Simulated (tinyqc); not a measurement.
Inside a calculation. Method: Hubbard ring of 4 sites. One step of it, computed by the program tinyqc.

Question. The many-body Hamiltonian. Basis: all placements (u, d, 2, 0 on each site), up operators ordered before down ones; hops carry the sign of the same-spin electrons passed.

one-body matrix (hopping and site energies) (eV), lower triangle:
```
           1          2          3         4
1   0.000000
2  -1.630000   0.000000
3   0.000000  -1.630000   0.000000
4  -1.630000   0.000000  -1.630000  0.000000
```

U = 3.200000 eV

electrons, up and down: 1  1

Give: H.

Answer.

H (eV), lower triangle:
```
        2000    ud00    u0d0    u00d    du00    0200    0ud0    0u0d
2000   3.200
ud00  -1.630   0.000
u0d0   0.000  -1.630   0.000
u00d  -1.630   0.000  -1.630   0.000
du00  -1.630   0.000   0.000   0.000   0.000
0200   0.000  -1.630   0.000   0.000  -1.630   3.200
0ud0   0.000   0.000  -1.630   0.000   0.000  -1.630   0.000
0u0d   0.000   0.000   0.000  -1.630  -1.630   0.000  -1.630   0.000
d0u0   0.000   0.000   0.000   0.000  -1.630   0.000   0.000   0.000
0du0   0.000   0.000   0.000   0.000   0.000  -1.630   0.000   0.000
0020   0.000   0.000   0.000   0.000   0.000   0.000  -1.630   0.000
00ud   0.000   0.000   0.000   0.000   0.000   0.000   0.000  -1.630
d00u  -1.630   0.000   0.000   0.000   0.000   0.000   0.000   0.000
0d0u   0.000  -1.630   0.000   0.000   0.000   0.000   0.000   0.000
00du   0.000   0.000  -1.630   0.000   0.000   0.000   0.000   0.000
0002   0.000   0.000   0.000  -1.630   0.000   0.000   0.000   0.000

        d0u0    0du0    0020    00ud    d00u    0d0u    00du   0002
d0u0   0.000
0du0  -1.630   0.000
0020   0.000  -1.630   3.200
00ud  -1.630   0.000  -1.630   0.000
d00u  -1.630   0.000   0.000   0.000   0.000
0d0u   0.000  -1.630   0.000   0.000  -1.630   0.000
00du   0.000   0.000  -1.630   0.000   0.000  -1.630   0.000
0002   0.000   0.000   0.000  -1.630  -1.630   0.000  -1.630  3.200
```
